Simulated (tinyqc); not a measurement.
# Strained Delta valleys, repopulation and conductivity mass: effect of the temperature

A cubic crystal with three pairs of conduction valleys along x, y and z under uniaxial stress X along [100] (X > 0 is tension); current along [010]. Non-degenerate electrons, fixed total density, one relaxation time for all valleys and stresses, masses unchanged by strain, so the mobility goes as the mean inverse mass.

Stress s_ij = X a_i a_j with a the unit vector along [100]; strain e_ii = s11 s_ii + s12 (s_jj + s_kk), e_ij = s44 s_ij/2. Valley shift dE = Xu (n.e.n - trace(e)/3) with n the valley axis; share f proportional to exp(-dE/Vt). Inverse mass along the current d = [010]: (n.d)^2/ml + (1 - (n.d)^2)/mt; mu/mu0 = sum f (1/m) over the plain mean of 1/m. pi is the small-stress slope -d(mu/mu0)/dX; each row is against the unstrained crystal at the same T.

Values chosen for this exercise; values close to those of silicon: compliance s11 = 7.86 1/TPa; compliance s12 = -2.16 1/TPa; compliance s44 = 12.9 1/TPa; shear deformation potential Xu = 8.8 eV; longitudinal mass ml = 0.884 m0; transverse mass mt = 0.185 m0; uniaxial stress (tension positive) X = -330 MPa.

Constants: q = 1.602176634e-19 C, kB = 1.380649e-23 J/K, Vt = kB T/q. Results are converted to the units shown.

Results:

| T (K) | splitting/Vt | mu/mu0 | pi (1e-11 1/Pa) |
|---|---|---|---|
| 77 | 4.3853 | 1.3449 | 158.54 |
| 120 | 2.8139 | 1.3004 | 101.73 |
| 240 | 1.4070 | 1.1814 | 50.865 |
| 300 | 1.1256 | 1.1466 | 40.692 |
| 380 | 0.88860 | 1.1156 | 32.125 |
| 460 | 0.73406 | 1.0950 | 26.538 |

Estimate the missing row, T = 180 K.

Computed row:

| T (K) | splitting/Vt | mu/mu0 | pi (1e-11 1/Pa) |
|---|---|---|---|
| 180 | 1.8759 | 1.2320 | 67.820 |

With this row back in the table: The ratio mu/mu0 falls from 1.34 to 1.09, and pi goes as 1/T, from 159 to 26.5.

Computed by the program tinyqc: `OMP_NUM_THREADS=1 python tinyqc.py 2530009 2530010 out.jsonl`, one thread of a shared Intel Xeon 2.30GHz, about 0.01 s for the whole run.
